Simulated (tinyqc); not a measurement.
## Well width for a wanted wavelength

Inverse problem. The layer is x parts of the first compound and 1 - x of the second, grown coherently on the second as substrate and barrier. Rows of the table: lattice constant a, average valence level Ea on an absolute scale, spin-orbit splitting so, gaps at Gamma, X and L, hydrostatic deformation potentials av and ac (Gamma), shear potential b, elastic constants, electron and heavy-hole (along z) masses. All are interpolated linearly in x; gaps get -C x (1 - x), taken wholly in the conduction band; real line-ups can differ from this model by 0.1 eV or more. In-plane strain e = (a_substrate - a)/a, e_z = -2 (c12/c11) e, volume change 2 e + e_z. With v = 2 e + e_z and d = 2 b (e_z - e): Eav = Ea + av v; E_hh = Eav + so/3 - d/2; E_lh = Eav - so/6 + d/4 + sqrt(so^2 + so d + 9 d^2/4)/2; E_c = Ea + so/3 + EG + ac v (Gamma). Substrate: E_v = Ea + so/3, E_c = E_v + EG. Well depths: dEc = E_c(substrate) - E_c, dEhh = E_hh - E_v(substrate), dElh likewise; strained Gamma gap E_c - max(E_hh, E_lh); positive values confine carriers in the layer. Lowest level of a finite well of width Lw and depth V: kw Lw/2 = arctan(sqrt((mw/mb)(V - E)/E)), kw = sqrt(mw E/C), C = hbar^2/(2 m0), for electrons (dEc) and heavy holes (dEhh), mb from the substrate; transition E_c - E_hh + both levels, without exciton binding; wavelength h c/E. Find Lw and the two levels.

Parameters, values chosen for the exercise: fraction of the first compound in the layer x = 0.16; bowing of the Gamma gap CG = 0.1 eV; bowing of the X gap CX = 0.27 eV; bowing of the L gap CL = 0.27 eV.

Constants: q = 1.602176634e-19 C, hbar = 1.054571817e-34 J s, h = 6.62607015e-34 J s, m0 = 9.1093837015e-31 kg, c = 299792458 m/s, hbar^2/(2 m0) = 0.0380998212 eV nm^2. Results are converted to the units shown.

Binary compounds, values chosen for the exercise:

|  | close to InAs | close to InP |
|---|---|---|
| a (angstrom) | 6.058 | 5.869 |
| Ea (eV) | -6.67 | -7.04 |
| so (eV) | 0.382 | 0.109 |
| EG (eV) | 0.352 | 1.36 |
| EX (eV) | 1.39 | 2.21 |
| EL (eV) | 1.07 | 1.94 |
| av (eV) | 1.01 | 1.26 |
| ac (eV) | -5.05 | -5.09 |
| b (eV) | -1.79 | -1.7 |
| c11 (GPa) | 82.4 | 101 |
| c12 (GPa) | 45.4 | 56.5 |
| me (m0) | 0.0232 | 0.08 |
| mh (m0) | 0.326 | 0.532 |

wavelength = 1023.1085 nm

Answer. Both levels fall steadily as the well widens, so the wavelength rises steadily and one width matches.

Lw = 14.0 nm
electron level = 13.6 meV
heavy-hole level = 2.96 meV

Program tinyqc, `OMP_NUM_THREADS=1 python tinyqc.py 2690167 2690168 out.jsonl`; Intel Xeon 2.30GHz, shared host, one thread, about 0.01 s.
